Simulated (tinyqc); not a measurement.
FinFET, parasitic resistance, capacitance and delay: two steps of the calculation.

Nf fins under one contact; each has gated perimeter p = 2 Hf + Wf and cross-section A = Hf Wf; contact width Wc = Nf pf, stack height Hs = Hf. Contact length Lc = CPP - Lg - 2 Lsp, shared by two neighbouring gates. Source and drain sides are equal. The formulas are first-order estimates, not field solutions.

Inputs (values chosen for the exercise); values close to those of silicon logic devices: temperature T = 300 K; fin height Hf = 35 nm; fin width Wf = 7 nm; gate length Lg = 14 nm; inversion capacitance Cinv = 3 uF/cm^2; injection velocity vx = 8.1e6 cm/s; apparent mobility mu = 160 cm^2/(V s); threshold at zero drain voltage VT = 0.23 V; barrier lowering dl = 0.021 V/V; subthreshold factor n = 1.18; supply voltage Vdd = 0.75 V.

Constants: q = 1.602176634e-19 C, kB = 1.380649e-23 J/K, Vt = kB T/q. Results are converted to the units shown.

Problem 1. Fin currents at Vgs = Vdd, Vds = Vdd/2. One fin: I = p Q vx u/(1 + |u|^1.8)^(1/1.8), Q = Cinv n Vt ln(1 + exp((Vg' - VT + dl Vd')/(n Vt))), u = Vd' mu/(vx Lg), Vg' = Vgs - v, Vd' = Vds - 2 v, with the drop on each side v = Rc (sum of I) + Rx I. I(new) = I + 0.5 (I(out) - I).

I after iteration 1 (uA): fin 1 48.068617, fin 2 48.068617
Rc = 942.53290 ohm
Rx = 143.67347 ohm

Find: drop v; I(out); I after iteration 2.

Solution 1.

drop v (mV): fin 1 97.52, fin 2 97.52
I(out) (uA): fin 1 72.52, fin 2 72.52
I after iteration 2 (uA): fin 1 60.29, fin 2 60.29

Problem 2. Effective current, delay and energy. Ieff = (IH + IL)/2, delay CL Vdd/(2 Ieff), energy CL Vdd^2, with CL the load of an inverter that drives an equal one.

IH = I(Vdd, Vdd/2) = 124.39737 uA
IL = I(Vdd/2, Vdd), solved likewise = 42.985556 uA
CL = 482.26367 aF

Give: Ieff; delay; energy.

Solution 2.

Ieff = 83.691 uA
delay = 2.1609 ps
energy = 271.27 aJ

tinyqc, about 0.04 s, one thread, Intel Xeon 2.30GHz (shared host): `OMP_NUM_THREADS=1 python tinyqc.py 2170052 2170053 out.jsonl`
